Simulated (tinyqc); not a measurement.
Space-charge-limited current with shallow traps: two steps of the calculation.

One carrier type, drift only, an injecting contact at x = 0 (zero field) and thickness L. The share th = y/(1 + y), y = (Nc/Nt) exp(-Et/kB T), of the injected charge is free: J = q mu n F, eps0 eps_r dF/dx = q (n - n0)/th.

Inputs (values chosen for the exercise): temperature T = 250 K; relative permittivity eps_r = 7.6; mobility mu = 0.049 cm^2/(V s); thickness L = 6000 nm; band density of states Nc = 3.1e20 cm^-3; trap density Nt = 1.6e15 cm^-3; trap depth Et = 0.21 eV; free carrier density in equilibrium n0 = 9.3e12 cm^-3; voltage V = 6.2 V.

Constants: q = 1.602176634e-19 C, kB = 1.380649e-23 J/K, Vt = kB T/q, eps0 = 8.8541878128e-14 F/cm where lengths are in cm. Results are converted to the units shown.

Problem 1. Limits and characteristic voltages. Ohmic J = q n0 mu V/L; Mott-Gurney J = (9/8) th eps0 eps_r mu V^2/L^3; they cross at Vx = 8 q n0 L^2/(9 th eps0 eps_r); traps fill at V_TFL = q Nt L^2/(2 eps0 eps_r).

Wanted: th; ohmic J; Mott-Gurney J; Vx; V_TFL.

Solution 1.

th = 0.9188
ohmic J = 7.544e-4 A/cm^2
Mott-Gurney J = 0.006066 A/cm^2
Vx = 0.7712 V
V_TFL = 68.57 V

Problem 2. The exact current. Exact: with u = n0/n(L), w = -u - ln(1 - u) and v = -u - u^2/2 - ln(1 - u), V = (q n0 L^2/(th eps0 eps_r)) v/w^2 and J = q^2 n0^2 mu L/(th eps0 eps_r w). v/w^2 falls steadily with u, so u follows by bisection.

Give: v/w^2; u; w; J; exit field over V/L.

Solution 2.

v/w^2 = 7.1465
u = 0.16791
w = 0.015905
J = 0.0066375 A/cm^2
exit field over V/L = 1.4772

J is 2.7 % below the plain sum of the two limits; the exit field lies between the ohmic 1 and the Mott-Gurney 1.5.

Range of the model: Diffusion and a field-dependent mobility are left out. With injecting contacts the diffusion current, about 4 pi^2 Vt th eps0 eps_r mu V/L^3, equals the Mott-Gurney current at V = 35 kB T/q (0.9 V at 300 K), so the drift-only result needs V well above that.

Program tinyqc, `OMP_NUM_THREADS=1 python tinyqc.py 2370003 2370004 out.jsonl`; Intel Xeon 2.30GHz, shared host, one thread, about 0.01 s.
